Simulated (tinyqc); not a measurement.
From results to parameters: minimal-basis H2. Computed by the program tinyqc with PySCF.

Problem. For two electrons in the two orbitals of minimal-basis H2, the CIS energies are e2 - e1 - J12 + 2 K12 and e2 - e1 - J12, and E_corr = D - sqrt(D^2 + K12^2) with 2D the energy of the double excitation. Find J12, K12, D, the MP2 energy and the weight of the double excitation.

orbital gap e2 - e1 = 0.90873096 hartree
CIS singlet and triplet energies (hartree): 0.690211  0.292168
FCI correlation energy = -0.03755907 hartree

Solution. Half the singlet-triplet splitting is K12, the gap less the triplet energy is J12, D = (E_corr^2 - K12^2)/(2 E_corr), MP2 is -K12^2/(2 gap), and the weight is c^2/(1 + c^2) with c = E_corr/K12.

J12, K12, D (hartree): 0.6166  0.1990  0.5085
MP2 correlation energy = -0.021794 hartree
weight of the double excitation = 0.034
